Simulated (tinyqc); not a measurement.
# Minority-electron transport through the base of a bipolar transistor (Moll-Ross and Kroemer integrals), step by step

A worked calculation. Computed by tinyqc, a small Python program that keeps every step. Command: `OMP_NUM_THREADS=1 python tinyqc.py 3027271 3027272 out.jsonl base walk`. One thread of a shared host (Intel(R) Xeon(R) Processor @ 2.30GHz), about 0.01 s of CPU time with the checks. Intermediate numbers are printed to about 6 digits and carried at full precision; extremes and crossings named in words are read from the listed rows.

Low injection, one dimension, x from the emitter edge (0) to the collector edge (W), s = x/W. Recombination is treated as a small correction (valid for tau_B well below tau_n), computed from the stored charge.

Inputs (values chosen for the exercise, modelled on InP):
```
quantity                                     value        unit
intrinsic density n_i at the emitter edge  1.3e+07      1/cm^3
base doping at the emitter edge N_0        6.6e+18      1/cm^3
base width W                                   140          nm
mu_min                                         650  cm^2/(V s)
mu_max                                        4500  cm^2/(V s)
N_ref                                      1.4e+17      1/cm^3
saturation velocity v_s                       0.88    1e7 cm/s
electron lifetime tau_n                         51          ns
emitter Gummel number G_E                  2.6e+13      s/cm^4
base-emitter voltage V_BE                     0.79           V
temperature T                                  300           K
```

Base doping profile: uniform. Gap grading: none. Exit of the base: infinite sink.

Constants: k_B = 8.617333262e-05 eV/K; e = 1.602176634e-19 C.

## Profile and built-in field

N(x) = N_0; n_i(x) = n_i; D(x) = (k_B T/e) mu, mu = mu_min + (mu_max - mu_min)/(1 + (N/N_ref)^0.7). Field that drives electrons towards the collector, averaged over the base: (k_B T/e) ln[N_0 n_i(W)^2/(N(W) n_i^2)]/W.

Across the base:
```
s    N (1/cm^3)  n_i(x)^2/n_i^2  D (cm^2/s)   y (s/cm^5)
0.0    6.60e+18               1     23.0879  2.85865e+17
0.2    6.60e+18               1     23.0879  2.85865e+17
0.4    6.60e+18               1     23.0879  2.85865e+17
0.6    6.60e+18               1     23.0879  2.85865e+17
0.8    6.60e+18               1     23.0879  2.85865e+17
1.0    6.60e+18               1     23.0879  2.85865e+17
```

drift factor eta (potential drop in k_B T/e) = 0

mean built-in field = 0 kV/cm

## Collector current and transit time

With y(x) = N n_i^2/(D n_i(x)^2): base Gummel number G_B = int_0^W y dx; J_C = e n_i^2 exp(e V_BE/k_B T)/G_B; n(x) = (J_C/e)(n_i(x)^2/(N n_i^2)) [int_x^W y dx]; transit time tau_B = (e/J_C) int n dx; trapezoid rule on 401 even points.

base Gummel number G_B = 4.00210e+12 s/cm^4

collector current density J_C = 1.26393e-04 A/cm^2

base transit time tau_B = 4.24466 ps

share of the exit term in G_B = 0 %

mean velocity W/tau_B = 0.329826 1e7 cm/s

Plain diffusion with the D of the emitter edge would take W^2/(2D) = 4.24 ps, 1.00 times the result.

## Gain and speed

Emitter-limited gain beta_E = G_E/G_B; recombination-limited gain beta_R = tau_n/tau_B; 1/beta = 1/beta_E + 1/beta_R; f_T from the base alone = 1/(2 pi tau_B).

beta_E = 6.49658

beta_R = 12015.1

current gain beta = 6.49307

f_T from the base alone = 37.4954 GHz

The gain is limited mainly by hole injection into the emitter (100 % of the base current).

## What grading buys

N(x) = N_0; n_i(x)^2 = n_i^2 exp(s dE_g/k_B T); D(x) = (k_B T/e) mu, mu = mu_min + (mu_max - mu_min)/(1 + (N/N_ref)^0.7).

The same base with other gradings:
```
dE_g (meV)  dE_g/k_B T  G_B (s/cm^4)  J_C gain  tau_B (ps)  speed gain
0               0.0000   4.00210e+12    1.0000     4.24466     1.00000
25              0.9670   2.56502e+12    1.5603     3.15226     1.34655
50              1.9341   1.77013e+12    2.2609     2.44793     1.73398
75              2.9011   1.30369e+12    3.0698     1.97301     2.15137
100             3.8682   1.01301e+12    3.9507     1.63916     2.58953
150             5.8023   6.87678e+11    5.8197     1.21172     3.50300
200             7.7363   5.17102e+11    7.7395     0.95558     4.44199
300            11.6045   3.44896e+11   11.6038     0.66856     6.34900
```

At 100 meV J_C rises by a factor 3.95 and the transit is 2.59 times faster; at 300 meV the factors are 11.60 and 6.35. For a uniform base without exit term both tend to be linear in dE_g/k_B T, J_C as x/(1 - exp(-x)) and the speed as x/2. From 150 meV on the mean velocity W/tau_B exceeds v_s, so those speed gains are overstated.

Checks made by the program: transit time against W^2/(D eta) [1 - (1 - exp(-eta))/eta] plus the exit term (relative difference below 1e-10).
